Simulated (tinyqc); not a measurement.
# On-chip power grid, static voltage drop by conjugate gradients, step by step

Program tinyqc, `OMP_NUM_THREADS=1 python tinyqc.py 2770105 2770106 out.jsonl`; Intel Xeon 2.30GHz, shared host, one thread, about 0.08 s. Printed values are rounded.

A grid of 4 rows and 4 columns, node k = 4 row + column. Neighbours in a row are joined by Rx, in a column by Ry; pad nodes, which reach the supply through Rp: 0. Each node draws I0, node 15 draws kh I0. The drops u = Vdd - V solve G u = i, with G the conductance matrix (1/Rp added on the diagonal at pad nodes).

Inputs (values chosen for the exercise): supply voltage Vdd = 1 V; resistance of a horizontal segment Rx = 0.5 ohm; resistance of a vertical segment Ry = 0.52 ohm; resistance from a pad node to the supply Rp = 0.12 ohm; load current of an ordinary node I0 = 2.2 mA; factor on the load at the hot node kh = 8.

## Diagonal of G, loads and first direction

G_kk = sum of the conductances at node k. Start u = 0, so the residual is r = i; p = r.

G_kk (S):

|  | col 0 | col 1 | col 2 | col 3 |
|---|---|---|---|---|
| row 0 | 12.2564 | 5.92308 | 5.92308 | 3.92308 |
| row 1 | 5.84615 | 7.84615 | 7.84615 | 5.84615 |
| row 2 | 5.84615 | 7.84615 | 7.84615 | 5.84615 |
| row 3 | 3.92308 | 5.92308 | 5.92308 | 3.92308 |

r at the start (mA):

|  | col 0 | col 1 | col 2 | col 3 |
|---|---|---|---|---|
| row 0 | 2.2 | 2.2 | 2.2 | 2.2 |
| row 1 | 2.2 | 2.2 | 2.2 | 2.2 |
| row 2 | 2.2 | 2.2 | 2.2 | 2.2 |
| row 3 | 2.2 | 2.2 | 2.2 | 17.6 |

p at the start (mA):

|  | col 0 | col 1 | col 2 | col 3 |
|---|---|---|---|---|
| row 0 | 2.2 | 2.2 | 2.2 | 2.2 |
| row 1 | 2.2 | 2.2 | 2.2 | 2.2 |
| row 2 | 2.2 | 2.2 | 2.2 | 2.2 |
| row 3 | 2.2 | 2.2 | 2.2 | 17.6 |

## Iteration 1: conjugate-gradient step

u at the start (mV):

|  | col 0 | col 1 | col 2 | col 3 |
|---|---|---|---|---|
| row 0 | 0 | 0 | 0 | 0 |
| row 1 | 0 | 0 | 0 | 0 |
| row 2 | 0 | 0 | 0 | 0 |
| row 3 | 0 | 0 | 0 | 0 |

q = G p; a = (r.r)/(p.q); u(new) = u + a p; r(new) = r - a q; b = (r.r)(new)/(r.r); p(new) = r(new) + b p.

q (mA S):

|  | col 0 | col 1 | col 2 | col 3 |
|---|---|---|---|---|
| row 0 | 18.3333 | 0.0000 | 0.0000 | 0.0000 |
| row 1 | 0.0000 | 0.0000 | 0.0000 | 0.0000 |
| row 2 | 0.0000 | 0.0000 | 0.0000 | -29.6154 |
| row 3 | 0.0000 | 0.0000 | -30.8000 | 60.4154 |

a = 0.393889 ohm

u after iteration 1 (mV):

|  | col 0 | col 1 | col 2 | col 3 |
|---|---|---|---|---|
| row 0 | 0.86656 | 0.86656 | 0.86656 | 0.86656 |
| row 1 | 0.86656 | 0.86656 | 0.86656 | 0.86656 |
| row 2 | 0.86656 | 0.86656 | 0.86656 | 0.86656 |
| row 3 | 0.86656 | 0.86656 | 0.86656 | 6.93245 |

r after iteration 1 (mA):

|  | col 0 | col 1 | col 2 | col 3 |
|---|---|---|---|---|
| row 0 | -5.0213 | 2.2000 | 2.2000 | 2.2000 |
| row 1 | 2.2000 | 2.2000 | 2.2000 | 2.2000 |
| row 2 | 2.2000 | 2.2000 | 2.2000 | 13.8652 |
| row 3 | 2.2000 | 2.2000 | 14.3318 | -6.1970 |

b = 1.35825

p after iteration 1 (mA):

|  | col 0 | col 1 | col 2 | col 3 |
|---|---|---|---|---|
| row 0 | -2.0332 | 5.1881 | 5.1881 | 5.1881 |
| row 1 | 5.1881 | 5.1881 | 5.1881 | 5.1881 |
| row 2 | 5.1881 | 5.1881 | 5.1881 | 16.8533 |
| row 3 | 5.1881 | 5.1881 | 17.3199 | 17.7082 |

## Iteration 2: conjugate-gradient step

As before.

q (mA S):

|  | col 0 | col 1 | col 2 | col 3 |
|---|---|---|---|---|
| row 0 | -45.2727 | 14.4426 | 0.0000 | 0.0000 |
| row 1 | 13.8871 | 0.0000 | 0.0000 | -22.4330 |
| row 2 | 0.0000 | 0.0000 | -46.6607 | 44.1194 |
| row 3 | 0.0000 | -24.2636 | 46.8174 | 2.4204 |

a = 0.384135 ohm

u after iteration 2 (mV):

|  | col 0 | col 1 | col 2 | col 3 |
|---|---|---|---|---|
| row 0 | 0.0855 | 2.8595 | 2.8595 | 2.8595 |
| row 1 | 2.8595 | 2.8595 | 2.8595 | 2.8595 |
| row 2 | 2.8595 | 2.8595 | 2.8595 | 7.3405 |
| row 3 | 2.8595 | 2.8595 | 7.5197 | 13.7348 |

r after iteration 2 (mA):

|  | col 0 | col 1 | col 2 | col 3 |
|---|---|---|---|---|
| row 0 | 12.3695 | -3.3479 | 2.2000 | 2.2000 |
| row 1 | -3.1345 | 2.2000 | 2.2000 | 10.8173 |
| row 2 | 2.2000 | 2.2000 | 20.1240 | -3.0827 |
| row 3 | 2.2000 | 11.5205 | -3.6524 | -7.1267 |

b = 1.80280

p after iteration 2 (mA):

|  | col 0 | col 1 | col 2 | col 3 |
|---|---|---|---|---|
| row 0 | 8.7042 | 6.0053 | 11.5532 | 11.5532 |
| row 1 | 6.2187 | 11.5532 | 11.5532 | 20.1705 |
| row 2 | 11.5532 | 11.5532 | 29.4772 | 27.3005 |
| row 3 | 11.5532 | 20.8737 | 27.5719 | 24.7976 |

## Iteration 3: conjugate-gradient step

As before.

q (mA S):

|  | col 0 | col 1 | col 2 | col 3 |
|---|---|---|---|---|
| row 0 | 82.7122 | -27.1626 | 11.0958 | -16.5718 |
| row 1 | -25.7076 | 21.3381 | -51.7039 | 20.0948 |
| row 2 | 10.2587 | -53.7721 | 78.3346 | 14.1716 |
| row 3 | -18.6410 | 23.1685 | 15.2813 | -10.3621 |

a = 0.310630 ohm

u after iteration 3 (mV):

|  | col 0 | col 1 | col 2 | col 3 |
|---|---|---|---|---|
| row 0 | 2.7893 | 4.7249 | 6.4483 | 6.4483 |
| row 1 | 4.7912 | 6.4483 | 6.4483 | 9.1251 |
| row 2 | 6.4483 | 6.4483 | 12.0160 | 15.8209 |
| row 3 | 6.4483 | 9.3435 | 16.0844 | 21.4377 |

r after iteration 3 (mA):

|  | col 0 | col 1 | col 2 | col 3 |
|---|---|---|---|---|
| row 0 | -13.3234 | 5.0896 | -1.2467 | 7.3477 |
| row 1 | 4.8510 | -4.4283 | 18.2608 | 4.5753 |
| row 2 | -0.9867 | 18.9032 | -4.2091 | -7.4848 |
| row 3 | 7.9905 | 4.3237 | -8.3993 | -3.9079 |

b = 1.34246

p after iteration 3 (mA):

|  | col 0 | col 1 | col 2 | col 3 |
|---|---|---|---|---|
| row 0 | -1.6384 | 13.1515 | 14.2630 | 22.8574 |
| row 1 | 13.1993 | 11.0814 | 33.7705 | 31.6533 |
| row 2 | 14.5230 | 34.4129 | 35.3629 | 29.1651 |
| row 3 | 23.5001 | 32.3457 | 28.6149 | 29.3818 |

## Course of the conjugate-gradient iteration

Stop when |r| is below 1e-9 mA.

Course of the iteration:

| iteration | largest u (mV) | \|r\| (mA) |
|---|---|---|
| 1 | 6.93245 | 22.8 |
| 2 | 13.7348 | 30.6 |
| 3 | 21.4377 | 35.5 |
| 4 | 28.3495 | 30.5 |
| 5 | 33.6690 | 27.8 |
| 6 | 37.2506 | 11.7 |
| 7 | 37.3202 | 5.34 |
| 8 | 37.3263 | 1.32 |
| 9 | 37.3260 | 0.374 |
| 10 | 37.3264 | 0.151 |
| 11 | 37.3261 | 0.112 |
| 12 | 37.3259 | 0.0589 |
| 13 | 37.3261 | 9.34e-3 |
| 14 | 37.3261 | 1.39e-3 |
| 15 | 37.3261 | 1.35e-4 |
| 16 | 37.3261 | < 1e-11 |

Converged in 16 iterations for 16 unknowns; in exact arithmetic the method needs at most 16. The condition number of the matrix is 114. Gauss-Seidel sweeps in node order need 569 to reach the same residual.

## Worst drop, pad currents and power lost

converged u (mV):

|  | col 0 | col 1 | col 2 | col 3 |
|---|---|---|---|---|
| row 0 | 6.0720 | 18.2800 | 24.7143 | 27.6489 |
| row 1 | 18.5437 | 23.1405 | 27.2101 | 29.5568 |
| row 2 | 25.0908 | 27.4054 | 30.3536 | 32.7614 |
| row 3 | 28.0866 | 29.8673 | 32.9152 | 37.3261 |

Pad current u/Rp; worst drop as a share of Vdd; power lost in the grid and pads sum_k i_k u_k; power delivered sum_k i_k (Vdd - u_k).

worst drop = 37.3261 mV
share of Vdd = 3.73261 %
pad currents (mA): node 0 50.6
power lost = 1.49656 mW
power delivered = 49.1034 mW

The pad currents add up to the total load, 50.60 mA. The worst drop is at node 15; the hot node is 15.
